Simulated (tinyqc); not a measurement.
Single-domain magnet: Stoner-Wohlfarth switching, Neel-Arrhenius retention, LLG dynamics and spin torque: one step, computed by the program tinyqc. Command: `OMP_NUM_THREADS=1 python tinyqc.py 3005455 3005456 out.jsonl macro walk`. One thread of a shared host (Intel(R) Xeon(R) Processor @ 2.30GHz), about 0.02 s of CPU time with the checks.

The moment is uniform, with unit vector m; z is the easy axis. mu_0 = 1.25663706212e-6 T m/A, gamma = 1.76085963023e11 rad/(s T).

Problem. Spin-transfer switching. For axial symmetry and a polariser along z: I_c0 = (4 e alpha/(hbar eta)) K_eff V; relaxation time tau_D = (1 + alpha^2)/(alpha gamma mu_0 H_K); thermal start angle theta_0 = 1/sqrt(2 Delta); switching time about tau_D ln(pi/(2 theta_0))/(I/I_c0 - 1); precession frequency gamma mu_0 H_K/(2 pi (1 + alpha^2)).

Inputs (values chosen for the exercise, for a model magnet):
```
quantity,value,unit
temperature T,250,K
damping alpha,0.012,-
spin-torque efficiency eta,0.62,-
drive I/I_c0,4,-
```

Shape: thin disc, easy axis normal to it.

K_eff = 810.6699 kJ/m^3

volume V = 1286.796 nm^3

stability factor Delta = 302.2251

anisotropy field mu_0 H_K = 1.133804 T

Constants: e = 1.602176634e-19 C; hbar = 1.054571817e-34 J s.

Give: critical current I_c0; Delta/I_c0; tau_D; switching time, estimate; precession frequency.

Solution.

critical current I_c0 = 122.7 microampere

Delta/I_c0 = 2.463 1/microampere

tau_D = 0.4175 ns

switching time, estimate = 0.5084 ns

precession frequency = 31.77 GHz

Caution: a flat cylinder has a smaller N_z than the spheroid of the same t/d, so K_eff of a real disc is larger. Caution: a domain wall can cross the element at lower cost, so the single-domain barrier is an upper bound.
